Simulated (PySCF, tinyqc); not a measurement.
Inside a calculation. Method: G0W0 on RHF in the sto-3g basis, for H4, spin multiplicity 1. The lowest restricted solution is unstable here: a spin-polarised one lies 0.0075 hartree lower (PySCF). One step of it, computed by the program tinyqc.

Task: G0W0 on Hartree-Fock: HOMO. W(p,q,m) = sqrt2 sum_ia (pq|ia) (X+Y)_ia,m; Sigma_c(x) = sum_(i,m) W^2/(x - e_i + w_m) + sum_(a,m) W^2/(x - e_a - w_m); solve x = e_p + Sigma_c(x) by Newton steps; Z = 1/(1 - dSigma/dx); 1 hartree = 27.211386 eV.

orbital energies (hartree): MO1 -0.578840, MO2 -0.353459, MO3 0.235297, MO4 0.726943

Two-electron integrals over orbitals (pq|rs), unique and non-zero (hartree):
```
(11|11) 0.481419    (21|21) 0.151483    (22|11) 0.413941    (22|22) 0.433972
(31|11) -0.082607   (31|22) 0.013791    (31|31) 0.107878    (32|21) 0.097969
(32|32) 0.143679    (33|11) 0.423467    (33|22) 0.429993    (33|31) 0.000213
(33|33) 0.447167    (41|21) 0.044005    (41|32) -0.054936   (41|41) 0.101189
(42|11) 0.083853    (42|22) -0.002597   (42|31) -0.099814   (42|33) -0.004407
(42|42) 0.105403    (43|21) -0.146856   (43|32) -0.100303   (43|41) -0.042372
(43|43) 0.158181    (44|11) 0.504527    (44|22) 0.439446    (44|31) -0.086008
(44|33) 0.453619    (44|42) 0.092017    (44|44) 0.556027
```

excitation energies w (hartree): [0.813258, 0.914294, 1.342003, 1.502399]

X + Y, order 1>3, 1>4, 2>3, 2>4:
$$\begin{pmatrix}
0.000000 & 0.852074 & -0.334694 & 0.000000 \\
0.154134 & 0.000000 & 0.000000 & 0.925349 \\
0.844533 & 0.000000 & 0.000000 & -0.076147 \\
0.000000 & 0.467117 & 0.810191 & 0.000000
\end{pmatrix}$$

Give: The 12 largest terms at x = e_p; Newton steps; quasiparticle energy of the HOMO; Hartree-Fock value.

Result:

The 12 largest terms at x = e_p (hartree; W for the signs of X + Y given):
```
q  m        W      term
3  1   0.1596   -0.0182
1  1   0.1266    0.0154
4  3   0.1680   -0.0117
3  4  -0.0874   -0.0036
4  2  -0.0506   -0.0013
1  4   0.0470    0.0013
2  2   0.0149  2.43e-04
2  3  -0.0095  6.73e-05
```

Newton steps (hartree):
```
step        x  Sigma_c(x)       Z
0     -0.3535     -0.0177  0.9652
1     -0.3706     -0.0171  0.9651
2     -0.3706     -0.0171  0.9651
```

quasiparticle energy of the HOMO = -10.0840 eV

Hartree-Fock value = -9.6181 eV
